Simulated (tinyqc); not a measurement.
# Square on-chip spiral inductor, lumped pi model: what changes with what

Outer diameter do = di + 2 n wd + 2 (n - 1) sp, mean da = (do + di)/2, fill p = (do - di)/(do + di), length l = 4 n da. L = 2.34 mu0 n^2 da/(1 + 2.75 p), mu0 = 4 pi 1e-7 H/m. Rs = rho l/(wd delta (1 - exp(-th/delta))), delta = sqrt(rho/(pi f mu0)). Cs = n wd^2 eps0 eo/hu across the coil. At each end Cox = l wd eps0 eo/(2 ho) leads to the substrate branch Rsi = 2 rs he/(l wd) in parallel with Csi = l wd eps0 11.7/(2 he). With one end grounded Y = 1/(Rs + i w L) + i w Cs + 1/[1/(i w Cox) + 1/(1/Rsi + i w Csi)], w = 2 pi f; Q = -Im Y/Re Y. Eddy currents in neighbouring turns and in the substrate are left out.

Inputs (values chosen for the exercise); values of the order met in silicon radio-frequency processes: number of turns n = 3.5; line width wd = 8 um; space between turns sp = 1.5 um; inner diameter di = 40 um; metal thickness th = 3 um; metal resistivity rho = 3 uohm cm; oxide below the coil ho = 9.9 um; oxide between coil and underpass hu = 0.6 um; relative permittivity of the oxide eo = 4.1; substrate resistivity rs = 20 ohm cm; effective spreading depth in the substrate he = 50 um; frequency f = 3.1 GHz.

Constants: eps0 = 8.8541878128e-12 F/m. Results are converted to the units shown.

Each table varies one quantity; the others keep the values above.

## Quality factor against frequency

Apparent inductance Im(1/Y)/w; share of the loss Re(substrate branch)/Re Y.

Result of one run:
```
f (GHz)  Rs (ohm)  w L/Rs      Q  apparent inductance (nH)  loss in the substrate (%)
6.6         3.739   12.93  11.40                     1.214                      8.062
```

What becomes of these results when the frequency f is changed from 6.6 to 2.5 GHz, all else the same?

Result of the changed run:
```
f (GHz)  Rs (ohm)  w L/Rs      Q  apparent inductance (nH)  loss in the substrate (%)
2.5         2.631   6.959  6.845                     1.173                     0.9476
```

The whole series:
```
f (GHz)  Rs (ohm)  w L/Rs      Q  apparent inductance (nH)  loss in the substrate (%)
0.56        1.836   2.235  2.234                     1.166                   0.007071
0.92        2.023   3.331  3.326                     1.167                    0.03979
1.5         2.273   4.834  4.810                     1.169                     0.2052
2.5         2.631   6.959  6.845                     1.173                     0.9476
4           3.083   9.505  9.067                     1.184                      3.025
6.6         3.739   12.93  11.40                     1.214                      8.062
11          4.658   17.30  12.68                     1.304                      17.74
18          5.855   22.52  10.90                     1.621                      32.28
29          7.380   28.79  3.828                     4.118                      49.88
```

Q goes from 2.23 through a maximum of 12.7 (at f = 11 GHz among the rows listed) to 3.83; the exact peak is 12.7 at 11.2 GHz and Q reaches zero at the self-resonance, 33.9 GHz. The share of the substrate rises from 0.00707 to 49.9 %, and the apparent inductance ends at 3.53 times L. At the peak the substrate takes 18.2 % of the loss. For f = 29 the coil is longer than 0.15 of a wavelength in the oxide, where one lumped section is rough.

## Effect of the oxide below the coil

Same model as above.

Peak Q and its frequency from a search over f; self-resonance where Im Y = 0; Q at the given f (negative beyond resonance).

The same in every row: L (nH) = 1.166; do (um) = 103.5.

Result of one run:
```
ho (um)  peak Q  f of the peak (GHz)  self-resonance (GHz)  Q at f
15        13.59                12.26                 34.64   7.899
```

What becomes of these results when the oxide below the coil ho is changed from 15 to 2 um, all else the same?

Result of the changed run:
```
ho (um)  peak Q  f of the peak (GHz)  self-resonance (GHz)  Q at f
2         10.70                9.042                 32.10   7.534
```

The whole series:
```
ho (um)  peak Q  f of the peak (GHz)  self-resonance (GHz)  Q at f
1         10.40                8.707                 31.81   7.473
2         10.70                9.042                 32.10   7.534
3         11.00                9.359                 32.37   7.592
5         11.55                9.952                 32.87   7.691
7         12.05                10.50                 33.31   7.764
10        12.71                11.23                 33.87   7.835
15        13.59                12.26                 34.64   7.899
```

As ho goes from 1 to 15, L stays at 1.17 nH, the peak Q rises from 10.4 to 13.6, its frequency rises from 8.71 to 12.3 GHz and the self-resonance rises from 31.8 to 34.6 GHz.

tinyqc, about 0.01 s, one thread, Intel Xeon 2.30GHz (shared host): `OMP_NUM_THREADS=1 python tinyqc.py 2302111 2302112 out.jsonl`
